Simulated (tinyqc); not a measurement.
RHF in the sto-3g basis, for H6, spin multiplicity 1, step by step. Computed by tinyqc, a small Python program that keeps every step (integrals from PySCF). Settings: charge = 0, multiplicity = 1, basis = sto-3g, energy threshold = 1e-08, iteration cap = 76, orthogonalisation = symmetric, start = highest core orbitals, DIIS depth = 4, DIIS from iteration = 3, method = RHF. Command: `OMP_NUM_THREADS=1 python tinyqc.py 20207 20208 out.jsonl` (the two numbers bound the seeds that draw the settings). One thread of a shared host (Intel(R) Xeon(R) Processor @ 2.60GHz), about 0.07 s of CPU time with the checks. Later iterations appear only in the table of the cycle.

## One-electron integrals

Geometry (angstrom):
```
atom,x,y,z
H,0.0000,0.0000,0.0000
H,0.0000,0.0000,0.8850
H,0.0000,0.0000,2.5620
H,0.0000,0.0000,3.4470
H,0.0000,0.0000,5.1240
H,0.0000,0.0000,6.0100
```

Basis sto-3g: exponents (1/bohr^2) and contraction coefficients of normalised primitives:
```
element,l (shell),exponent,coefficient
H,s (1),3.4253,0.1543
H,s (1),0.6239,0.5353
H,s (1),0.1689,0.4446
```

Overlap, kinetic and nuclear-attraction integrals over the contracted functions; the nuclear repulsion is the sum of Za Zb / Rab.

nuclear repulsion = 3.976764 hartree

overlap S:
```
,1H 1s,2H 1s,3H 1s,4H 1s,5H 1s,6H 1s
1H 1s,1.0000,0.5666,0.0440,0.0068,0.0001,0.0000
2H 1s,0.5666,1.0000,0.1980,0.0440,0.0009,0.0001
3H 1s,0.0440,0.1980,1.0000,0.5666,0.0440,0.0068
4H 1s,0.0068,0.0440,0.5666,1.0000,0.1980,0.0440
5H 1s,0.0001,0.0009,0.0440,0.1980,1.0000,0.5659
6H 1s,0.0000,0.0001,0.0068,0.0440,0.5659,1.0000
```

kinetic energy T (hartree):
```
,1H 1s,2H 1s,3H 1s,4H 1s,5H 1s,6H 1s
1H 1s,0.7600,0.1596,-0.0103,-0.0034,-0.0001,0.0000
2H 1s,0.1596,0.7600,-0.0016,-0.0103,-0.0007,-0.0001
3H 1s,-0.0103,-0.0016,0.7600,0.1596,-0.0103,-0.0034
4H 1s,-0.0034,-0.0103,0.1596,0.7600,-0.0016,-0.0103
5H 1s,-0.0001,-0.0007,-0.0103,-0.0016,0.7600,0.1592
6H 1s,0.0000,-0.0001,-0.0034,-0.0103,0.1592,0.7600
```

nuclear attraction V (hartree):
```
,1H 1s,2H 1s,3H 1s,4H 1s,5H 1s,6H 1s
1H 1s,-2.3471,-1.3182,-0.0907,-0.0137,-0.0001,0.0000
2H 1s,-1.3182,-2.5453,-0.4243,-0.0938,-0.0020,-0.0001
3H 1s,-0.0907,-0.4243,-2.6772,-1.4430,-0.0938,-0.0136
4H 1s,-0.0137,-0.0938,-1.4430,-2.6772,-0.4242,-0.0905
5H 1s,-0.0001,-0.0020,-0.0938,-0.4242,-2.5448,-1.3163
6H 1s,0.0000,-0.0001,-0.0136,-0.0905,-1.3163,-2.3464
```

core Hamiltonian H = T + V (hartree):
```
,1H 1s,2H 1s,3H 1s,4H 1s,5H 1s,6H 1s
1H 1s,-1.5871,-1.1586,-0.1009,-0.0171,-0.0002,0.0000
2H 1s,-1.1586,-1.7853,-0.4259,-0.1040,-0.0027,-0.0002
3H 1s,-0.1009,-0.4259,-1.9172,-1.2834,-0.1040,-0.0170
4H 1s,-0.0171,-0.1040,-1.2834,-1.9172,-0.4259,-0.1007
5H 1s,-0.0002,-0.0027,-0.1040,-0.4259,-1.7848,-1.1571
6H 1s,0.0000,-0.0002,-0.0170,-0.1007,-1.1571,-1.5864
```

## Two-electron integrals

Functions are numbered as in S; the eight-fold symmetry (ij|kl) = (ji|kl) = (kl|ij) leaves the list below.

Two-electron integrals (ij|kl) in chemists' order, unique and non-zero (hartree):
```
i,j,k,l,(ij|kl)
1,1,1,1,0.7746
2,1,1,1,0.3656
2,1,2,1,0.2116
2,2,1,1,0.5170
2,2,2,1,0.3656
2,2,2,2,0.7746
3,1,1,1,0.0178
3,1,2,1,0.0118
3,1,2,2,0.0239
3,1,3,1,0.0009
3,2,1,1,0.0622
3,2,2,1,0.0449
3,2,2,2,0.1011
3,2,3,1,0.0043
3,2,3,2,0.0214
3,3,1,1,0.2065
3,3,2,1,0.1422
3,3,2,2,0.3121
3,3,3,1,0.0178
3,3,3,2,0.1011
3,3,3,3,0.7746
4,1,1,1,0.0021
4,1,2,1,0.0015
4,1,2,2,0.0032
4,1,3,1,1.35e-04
4,1,3,2,0.0007
4,1,3,3,0.0032
4,1,4,1,2.09e-05
4,2,1,1,0.0112
4,2,2,1,0.0080
4,2,2,2,0.0178
4,2,3,1,0.0008
4,2,3,2,0.0043
4,2,3,3,0.0239
4,2,4,1,1.35e-04
4,2,4,2,0.0009
4,3,1,1,0.1002
4,3,2,1,0.0670
4,3,2,2,0.1422
4,3,3,1,0.0080
4,3,3,2,0.0449
4,3,3,3,0.3656
4,3,4,1,0.0015
4,3,4,2,0.0118
4,3,4,3,0.2116
4,4,1,1,0.1535
4,4,2,1,0.1002
4,4,2,2,0.2065
4,4,3,1,0.0112
4,4,3,2,0.0622
4,4,3,3,0.5170
4,4,4,1,0.0021
4,4,4,2,0.0178
4,4,4,3,0.3656
4,4,4,4,0.7746
5,1,1,1,1.53e-05
5,1,2,1,1.05e-05
5,1,2,2,2.27e-05
5,1,3,1,1.17e-06
5,1,3,2,6.29e-06
5,1,3,3,4.05e-05
5,1,4,1,2.03e-07
5,1,4,2,1.47e-06
5,1,4,3,2.10e-05
5,1,4,4,3.30e-05
5,2,1,1,1.70e-04
5,2,2,1,1.14e-04
5,2,2,2,2.42e-04
5,2,3,1,1.28e-05
5,2,3,2,6.96e-05
5,2,3,3,4.91e-04
5,2,4,1,2.29e-06
5,2,4,2,1.74e-05
5,2,4,3,2.81e-04
5,2,4,4,4.91e-04
5,2,5,1,3.07e-08
5,2,5,2,4.07e-07
5,3,1,1,0.0062
5,3,2,1,0.0040
5,3,2,2,0.0081
5,3,3,1,4.29e-04
5,3,3,2,0.0023
5,3,3,3,0.0178
5,3,4,1,7.92e-05
5,3,4,2,0.0006
5,3,4,3,0.0118
5,3,4,4,0.0239
5,3,5,1,1.17e-06
5,3,5,2,1.74e-05
5,3,5,3,0.0009
5,4,1,1,0.0246
5,4,2,1,0.0156
5,4,2,2,0.0312
5,4,3,1,0.0016
5,4,3,2,0.0084
5,4,3,3,0.0622
5,4,4,1,2.93e-04
5,4,4,2,0.0023
5,4,4,3,0.0449
5,4,4,4,0.1011
5,4,5,1,4.41e-06
5,4,5,2,6.96e-05
5,4,5,3,0.0043
5,4,5,4,0.0214
5,5,1,1,0.1033
5,5,2,1,0.0642
5,5,2,2,0.1248
5,5,3,1,0.0062
5,5,3,2,0.0312
5,5,3,3,0.2065
5,5,4,1,0.0011
5,5,4,2,0.0081
5,5,4,3,0.1422
5,5,4,4,0.3121
5,5,5,1,1.53e-05
5,5,5,2,2.42e-04
5,5,5,3,0.0178
5,5,5,4,0.1011
5,5,5,5,0.7746
6,1,1,1,6.52e-07
6,1,2,1,4.35e-07
6,1,2,2,9.18e-07
6,1,3,1,4.93e-08
6,1,3,2,2.69e-07
6,1,3,3,1.94e-06
6,1,4,1,8.90e-09
6,1,4,2,6.79e-08
6,1,4,3,1.11e-06
6,1,4,4,1.94e-06
6,1,5,3,6.79e-08
6,1,5,4,2.69e-07
6,1,5,5,9.19e-07
6,2,1,1,1.13e-05
6,2,2,1,7.38e-06
6,2,2,2,1.52e-05
6,2,3,1,8.12e-07
6,2,3,2,4.40e-06
6,2,3,3,3.29e-05
6,2,4,1,1.49e-07
6,2,4,2,1.17e-06
6,2,4,3,2.09e-05
6,2,4,4,4.04e-05
6,2,5,2,3.06e-08
6,2,5,3,1.47e-06
6,2,5,4,6.27e-06
6,2,5,5,2.26e-05
6,3,1,1,0.0008
6,3,2,1,0.0005
6,3,2,2,0.0011
6,3,3,1,5.54e-05
6,3,3,2,2.92e-04
6,3,3,3,0.0021
6,3,4,1,1.01e-05
6,3,4,2,7.90e-05
6,3,4,3,0.0015
6,3,4,4,0.0032
6,3,5,1,1.49e-07
6,3,5,2,2.29e-06
6,3,5,3,1.35e-04
6,3,5,4,0.0007
6,3,5,5,0.0032
6,3,6,1,8.88e-09
6,3,6,2,2.02e-07
6,3,6,3,2.08e-05
6,4,1,1,0.0050
6,4,2,1,0.0031
6,4,2,2,0.0061
6,4,3,1,3.09e-04
6,4,3,2,0.0016
6,4,3,3,0.0112
6,4,4,1,5.54e-05
6,4,4,2,4.28e-04
6,4,4,3,0.0080
6,4,4,4,0.0178
6,4,5,1,8.13e-07
6,4,5,2,1.28e-05
6,4,5,3,0.0008
6,4,5,4,0.0043
6,4,5,5,0.0239
6,4,6,1,4.92e-08
6,4,6,2,1.17e-06
6,4,6,3,1.34e-04
6,4,6,4,0.0009
6,5,1,1,0.0539
6,5,2,1,0.0332
6,5,2,2,0.0641
6,5,3,1,0.0031
6,5,3,2,0.0156
6,5,3,3,0.1001
6,5,4,1,0.0005
6,5,4,2,0.0040
6,5,4,3,0.0670
6,5,4,4,0.1420
6,5,5,1,7.40e-06
6,5,5,2,1.14e-04
6,5,5,3,0.0080
6,5,5,4,0.0448
6,5,5,5,0.3651
6,5,6,1,4.35e-07
6,5,6,2,1.04e-05
6,5,6,3,0.0015
6,5,6,4,0.0117
6,5,6,5,0.2111
6,6,1,1,0.0880
6,6,2,1,0.0539
6,6,2,2,0.1033
6,6,3,1,0.0050
6,6,3,2,0.0246
6,6,3,3,0.1535
6,6,4,1,0.0008
6,6,4,2,0.0062
6,6,4,3,0.1002
6,6,4,4,0.2064
6,6,5,1,1.13e-05
6,6,5,2,1.69e-04
6,6,5,3,0.0112
6,6,5,4,0.0621
6,6,5,5,0.5167
6,6,6,1,6.52e-07
6,6,6,2,1.52e-05
6,6,6,3,0.0021
6,6,6,4,0.0178
6,6,6,5,0.3651
6,6,6,6,0.7746
```

## Orthogonalisation

S = U s U^T; symmetric (Loewdin) form X = U s^(-1/2) U^T, so that X^T S X = 1.

eigenvalues of S: 0.3429  0.4177  0.5078  1.3691  1.5817  1.7807

X:
```
,1H 1s,2H 1s,3H 1s,4H 1s,5H 1s,6H 1s
1H 1s,1.1614,-0.3671,0.0340,-0.0098,0.0008,-0.0002
2H 1s,-0.3671,1.1826,-0.1354,0.0346,-0.0027,0.0008
3H 1s,0.0340,-0.1354,1.1851,-0.3744,0.0346,-0.0097
4H 1s,-0.0098,0.0346,-0.3744,1.1851,-0.1354,0.0340
5H 1s,0.0008,-0.0027,0.0346,-0.1354,1.1821,-0.3665
6H 1s,-0.0002,0.0008,-0.0097,0.0340,-0.3665,1.1609
```

## Starting guess

The start is the highest orbitals of the core Hamiltonian (a deliberately bad start); D = 2 C_occ C_occ^T.

D at the start:
```
,1H 1s,2H 1s,3H 1s,4H 1s,5H 1s,6H 1s
1H 1s,2.7182,-2.2582,0.2643,0.0326,-0.0242,-0.0325
2H 1s,-2.2582,1.9952,-0.7545,0.5022,-0.0558,-0.0241
3H 1s,0.2643,-0.7545,2.4402,-2.4075,0.5026,0.0329
4H 1s,0.0326,0.5022,-2.4075,2.4405,-0.7545,0.2636
5H 1s,-0.0242,-0.0558,0.5026,-0.7545,1.9913,-2.2544
6H 1s,-0.0325,-0.0241,0.0329,0.2636,-2.2544,2.7153
```

## Iteration 1: building the Fock matrix

J_ij = sum D_kl (ij|kl), K_ij = sum D_kl (ik|jl); F = H + J - 0.5 K; E = tr D H + tr D J / 2 - 0.25 tr D K + E_nn.

Coulomb J (hartree):
```
,1H 1s,2H 1s,3H 1s,4H 1s,5H 1s,6H 1s
1H 1s,1.9825,1.0893,0.0801,0.0122,0.0001,0.0000
2H 1s,1.0893,1.9631,0.3734,0.0823,0.0017,0.0001
3H 1s,0.0801,0.3734,2.1211,1.1688,0.0823,0.0122
4H 1s,0.0122,0.0823,1.1688,2.1211,0.3733,0.0799
5H 1s,0.0001,0.0017,0.0823,0.3733,1.9626,1.0879
6H 1s,0.0000,0.0001,0.0122,0.0799,1.0879,1.9824
```

exchange K (hartree):
```
,1H 1s,2H 1s,3H 1s,4H 1s,5H 1s,6H 1s
1H 1s,0.8715,0.0586,-0.0275,0.0167,-0.0012,-0.0047
2H 1s,0.0586,0.3932,0.0512,0.0043,0.0009,-0.0012
3H 1s,-0.0275,0.0512,0.5768,0.0178,0.0043,0.0167
4H 1s,0.0167,0.0043,0.0178,0.5769,0.0511,-0.0275
5H 1s,-0.0012,0.0009,0.0043,0.0511,0.3931,0.0584
6H 1s,-0.0047,-0.0012,0.0167,-0.0275,0.0584,0.8724
```

Fock matrix F (hartree):
```
,1H 1s,2H 1s,3H 1s,4H 1s,5H 1s,6H 1s
1H 1s,-0.0403,-0.0986,-0.0071,-0.0132,0.0005,0.0024
2H 1s,-0.0986,-0.0188,-0.0781,-0.0239,-0.0014,0.0005
3H 1s,-0.0071,-0.0781,-0.0845,-0.1234,-0.0239,-0.0132
4H 1s,-0.0132,-0.0239,-0.1234,-0.0845,-0.0781,-0.0070
5H 1s,0.0005,-0.0014,-0.0239,-0.0781,-0.0187,-0.0983
6H 1s,0.0024,0.0005,-0.0132,-0.0070,-0.0983,-0.0402
```

total energy of this density = 0.705886 hartree

## Iteration 1: diagonalisation and new density

Diagonalise F' = X^T F X, C = X C', fill 3 alpha and 3 beta electrons from the bottom; D = 2 C_occ C_occ^T. Each column has its largest component positive (the first on a tie).

F' = X^T F X (hartree):
```
,1,2,3,4,5,6
1,0.0287,-0.1290,0.0405,-0.0227,0.0028,0.0014
2,-0.1290,0.0761,-0.1010,0.0218,-0.0039,0.0028
3,0.0405,-0.1010,0.0023,-0.1228,0.0218,-0.0227
4,-0.0227,0.0218,-0.1228,0.0022,-0.1009,0.0405
5,0.0028,-0.0039,0.0218,-0.1009,0.0759,-0.1287
6,0.0014,0.0028,-0.0227,0.0405,-0.1287,0.0286
```

orbital energies (hartree): MO1 -0.1543, MO2 -0.0865, MO3 -0.0597, MO4 0.0227, MO5 0.1956, MO6 0.2959

coefficients C:
```
,MO1,MO2,MO3,MO4,MO5,MO6
1H 1s,0.0730,0.3975,0.4964,-0.5227,-0.6979,0.5612
2H 1s,0.2368,0.3774,0.2371,0.3418,0.8083,-0.7266
3H 1s,0.4799,0.1518,-0.2573,0.7759,-0.1919,0.7792
4H 1s,0.4798,-0.1541,-0.2569,-0.7754,-0.1961,-0.7783
5H 1s,0.2364,-0.3762,0.2394,-0.3425,0.8105,0.7227
6H 1s,0.0724,-0.3944,0.4994,0.5227,-0.6992,-0.5577
```

D after iteration 1:
```
,1H 1s,2H 1s,3H 1s,4H 1s,5H 1s,6H 1s
1H 1s,0.8195,0.5700,-0.0648,-0.3076,-0.0269,0.1928
2H 1s,0.5700,0.5094,0.2198,-0.0109,-0.0585,-0.0266
3H 1s,-0.0648,0.2198,0.6390,0.5459,-0.0105,-0.3073
4H 1s,-0.3076,-0.0109,0.5459,0.6400,0.2198,-0.0656
5H 1s,-0.0269,-0.0585,-0.0105,0.2198,0.5095,0.5701
6H 1s,0.1928,-0.0266,-0.3073,-0.0656,0.5701,0.8204
```

## Iteration 2: building the Fock matrix

As before.

Coulomb J (hartree):
```
,1H 1s,2H 1s,3H 1s,4H 1s,5H 1s,6H 1s
1H 1s,1.8738,1.0933,0.0805,0.0123,0.0001,0.0000
2H 1s,1.0933,1.9944,0.3725,0.0832,0.0018,0.0001
3H 1s,0.0805,0.3725,2.1244,1.1957,0.0832,0.0123
4H 1s,0.0123,0.0832,1.1957,2.1246,0.3725,0.0804
5H 1s,0.0001,0.0018,0.0832,0.3725,1.9943,1.0920
6H 1s,0.0000,0.0001,0.0123,0.0804,1.0920,1.8738
```

exchange K (hartree):
```
,1H 1s,2H 1s,3H 1s,4H 1s,5H 1s,6H 1s
1H 1s,1.1616,0.9111,0.0849,-0.0142,-0.0036,0.0094
2H 1s,0.9111,1.0371,0.2510,0.0900,-0.0032,-0.0035
3H 1s,0.0849,0.2510,1.0861,0.8905,0.0901,-0.0142
4H 1s,-0.0142,0.0900,0.8905,1.0866,0.2510,0.0847
5H 1s,-0.0036,-0.0032,0.0901,0.2510,1.0364,0.9104
6H 1s,0.0094,-0.0035,-0.0142,0.0847,0.9104,1.1616
```

Fock matrix F (hartree):
```
,1H 1s,2H 1s,3H 1s,4H 1s,5H 1s,6H 1s
1H 1s,-0.2941,-0.5209,-0.0629,0.0023,0.0017,-0.0047
2H 1s,-0.5209,-0.3094,-0.1789,-0.0659,0.0007,0.0017
3H 1s,-0.0629,-0.1789,-0.3358,-0.5329,-0.0659,0.0024
4H 1s,0.0023,-0.0659,-0.5329,-0.3358,-0.1788,-0.0627
5H 1s,0.0017,0.0007,-0.0659,-0.1788,-0.3087,-0.5203
6H 1s,-0.0047,0.0017,0.0024,-0.0627,-0.5203,-0.2934
```

total energy of this density = -3.210716 hartree

## Iteration 2: diagonalisation and new density

As before.

F' = X^T F X (hartree):
```
,1,2,3,4,5,6
1,0.0048,-0.5293,0.0416,0.0032,0.0025,-0.0069
2,-0.5293,0.0240,-0.1807,0.0385,-0.0001,0.0025
3,0.0416,-0.1807,-0.0027,-0.5314,0.0384,0.0032
4,0.0032,0.0385,-0.5314,-0.0028,-0.1806,0.0416
5,0.0025,-0.0001,0.0384,-0.1806,0.0240,-0.5287
6,-0.0069,0.0025,0.0032,0.0416,-0.5287,0.0048
```

orbital energies (hartree): MO1 -0.6020, MO2 -0.5293, MO3 -0.4642, MO4 0.3653, MO5 0.5539, MO6 0.7284

coefficients C:
```
,MO1,MO2,MO3,MO4,MO5,MO6
1H 1s,0.1940,0.3870,0.3710,-0.5528,-0.7519,0.5375
2H 1s,0.2595,0.4029,0.2932,0.4194,0.7836,-0.6689
3H 1s,0.4217,0.0684,-0.3727,0.7097,-0.1309,0.8505
4H 1s,0.4213,-0.0732,-0.3722,-0.7094,-0.1344,-0.8501
5H 1s,0.2575,-0.4021,0.2961,-0.4205,0.7839,0.6665
6H 1s,0.1920,-0.3854,0.3739,0.5538,-0.7517,-0.5352
```

D after iteration 2:
```
,1H 1s,2H 1s,3H 1s,4H 1s,5H 1s,6H 1s
1H 1s,0.6500,0.6300,-0.0600,-0.1694,0.0084,0.0536
2H 1s,0.6300,0.6312,0.0554,-0.0586,-0.0167,0.0084
3H 1s,-0.0600,0.0554,0.6428,0.6227,-0.0585,-0.1694
4H 1s,-0.1694,-0.0586,0.6227,0.6428,0.0555,-0.0601
5H 1s,0.0084,-0.0167,-0.0585,0.0555,0.6314,0.6303
6H 1s,0.0536,0.0084,-0.1694,-0.0601,0.6303,0.6503
```

## Iteration 6 (converged): orbitals

converged F (hartree):
```
,1H 1s,2H 1s,3H 1s,4H 1s,5H 1s,6H 1s
1H 1s,-0.2945,-0.5287,-0.0588,-0.0039,0.0004,-0.0009
2H 1s,-0.5287,-0.3088,-0.1515,-0.0586,-0.0022,0.0004
3H 1s,-0.0588,-0.1515,-0.3103,-0.5305,-0.0586,-0.0039
4H 1s,-0.0039,-0.0586,-0.5305,-0.3103,-0.1515,-0.0587
5H 1s,0.0004,-0.0022,-0.0586,-0.1515,-0.3084,-0.5283
6H 1s,-0.0009,0.0004,-0.0039,-0.0587,-0.5283,-0.2941
```

As before.

F' = X^T F X (hartree):
```
,1,2,3,4,5,6
1,0.0108,-0.5400,0.0412,-0.0072,0.0016,-0.0016
2,-0.5400,0.0244,-0.1528,0.0421,-0.0036,0.0016
3,0.0412,-0.1528,0.0272,-0.5487,0.0421,-0.0071
4,-0.0072,0.0421,-0.5487,0.0272,-0.1527,0.0412
5,0.0016,-0.0036,0.0421,-0.1527,0.0242,-0.5394
6,-0.0016,0.0016,-0.0071,0.0412,-0.5394,0.0105
```

orbital energies (hartree): MO1 -0.5807, MO2 -0.5309, MO3 -0.4737, MO4 0.4011, MO5 0.5628, MO6 0.7459

coefficients C:
```
,MO1,MO2,MO3,MO4,MO5,MO6
1H 1s,0.2365,-0.3923,-0.3332,-0.5649,-0.7580,0.5200
2H 1s,0.2742,-0.4015,-0.2898,0.4566,0.7802,-0.6445
3H 1s,0.3884,-0.0385,0.4119,0.6744,-0.1142,0.8807
4H 1s,0.3882,0.0423,0.4117,-0.6740,-0.1194,-0.8803
5H 1s,0.2723,0.4016,-0.2917,-0.4589,0.7802,0.6415
6H 1s,0.2347,0.3919,-0.3351,0.5671,-0.7573,-0.5170
```

D after iteration 6:
```
,1H 1s,2H 1s,3H 1s,4H 1s,5H 1s,6H 1s
1H 1s,0.6416,0.6378,-0.0605,-0.1239,0.0082,0.0268
2H 1s,0.6378,0.6408,0.0052,-0.0597,-0.0041,0.0081
3H 1s,-0.0605,0.0052,0.6440,0.6374,-0.0598,-0.1240
4H 1s,-0.1239,-0.0597,0.6374,0.6440,0.0052,-0.0605
5H 1s,0.0082,-0.0041,-0.0598,0.0052,0.6410,0.6381
6H 1s,0.0268,0.0081,-0.1240,-0.0605,0.6381,0.6419
```

## Convergence

Stop when the energy changes by less than 1e-08 hartree and every element of the error matrix X^T (F D S - S D F) X is below 3e-05.

Course of the cycle:
```
iteration,E (hartree),change,largest element of the error matrix
1,0.705886,-,1.15e-01
2,-3.210716,-3.92e+00,1.37e-01
3,-3.273617,-6.29e-02,3.29e-02
4,-3.276237,-2.62e-03,7.53e-03
5,-3.276377,-1.41e-04,7.06e-05
6,-3.276377,-9.50e-09,1.82e-06
```

PySCF RHF in the same basis = -3.276377 hartree

Converged in 6 iterations.

## Populations, bond orders and dipole

Mulliken: Z minus the diagonal of D S on the atom; Loewdin: the same with S^(1/2) D S^(1/2); Mayer order: 2 sum_s sum (D(s) S)_ij (D(s) S)_ji over the two atoms.

Charges (e):
```
atom,Mulliken,Loewdin
1H,0.0005,-0.0023
2H,-0.0005,0.0023
3H,1.15e-05,2.37e-05
4H,-5.69e-06,1.18e-05
5H,-0.0005,0.0023
6H,0.0005,-0.0023
```

Mayer bond orders:
```
pair,order
2-1,0.9846
3-1,-0.0006
3-2,0.0160
4-1,0.0154
4-2,-0.0006
4-3,0.9698
5-1,-1.06e-05
5-2,1.08e-04
5-3,-0.0006
5-4,0.0160
6-1,0.0007
6-2,-1.06e-05
6-3,0.0154
6-4,-0.0006
6-5,0.9845
```

dipole moment about the origin, x y z (debye): 0.0000  0.0000  0.0000
